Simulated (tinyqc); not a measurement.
The coupled modes against doping: free-carrier optics of a doped semiconductor (Drude model with one polar phonon).

eps(E) = ei [1 - Ep^2/(E^2 + i E Gam)] + (es - ei) wT^2/(wT^2 - E^2 - i E gT), with Ep^2 = 8 pi c (e^2/(4 pi eps0)) N/(m ei), c = hbar^2/2m0, N in 1/angstrom^3 (1e-24 per 1/cm^3); Gam = hbar/tau, tau = mu m m0/e with m0/e = 5.685630e-12 kg/C and mu in m^2/(V s). Energies in meV.

Constants: hbar^2/2m0 = 3.80998211 eV angstrom^2; e^2/(4 pi eps0) = 14.39964547 eV angstrom.

Parameters, chosen for this exercise (mass and dielectric values near those of GaAs; N and mu are free inputs; interband absorption and the rise of the mass with filling are left out; the results hold for these values, not for the real material): m = 0.0688 m0 (conductivity mass); ei = 10.87 (high-frequency dielectric constant); wT = 32.9 meV (TO phonon); es = 13.03 (static dielectric constant).

L-, L+ solve E^4 - (wL^2 + Ep^2) E^2 + Ep^2 wT^2 = 0, wL = wT sqrt(es/ei); damping left out; energies in meV.

Modes:
```
N (1/cm^3)      Ep     L-      L+  Ep sqrt(ei/es)
2.0e+16       6.07   5.53   36.11            5.55
7.0e+16      11.36  10.28   36.34           10.38
2.0e+17      19.20  17.03   37.10           17.54
4.0e+17      27.16  23.04   38.79           24.80
7.0e+17      35.93  27.70   42.67           32.81
1.0e+18      42.94  29.74   47.51           39.22
3.0e+18      74.37  32.14   76.13           67.93
7.0e+18     113.60  32.61  114.63          103.76
2.0e+19     192.03  32.80  192.60          175.39
```

wL = 36.02 meV

At low density L- follows Ep sqrt(ei/es) (5.53 against 5.55), a plasmon screened by the lattice, and L+ starts at wL. At the highest density L- has come within 0.10 meV of wT, since the carriers screen the field that lifts wL, and L+ is within 0.58 meV of Ep. The branches are closest, 14.97 meV, at 7e+17 1/cm^3 of those listed. The mass is held fixed, while in a real band it rises with filling.

Computed by tinyqc, a small Python program: `OMP_NUM_THREADS=1 python tinyqc.py 1681334 1681335 out.jsonl` (the numbers bound the seed that draws the inputs); one thread of a shared host (Intel(R) Xeon(R) Processor @ 2.30GHz), about 0.01 s for the whole set of steps.
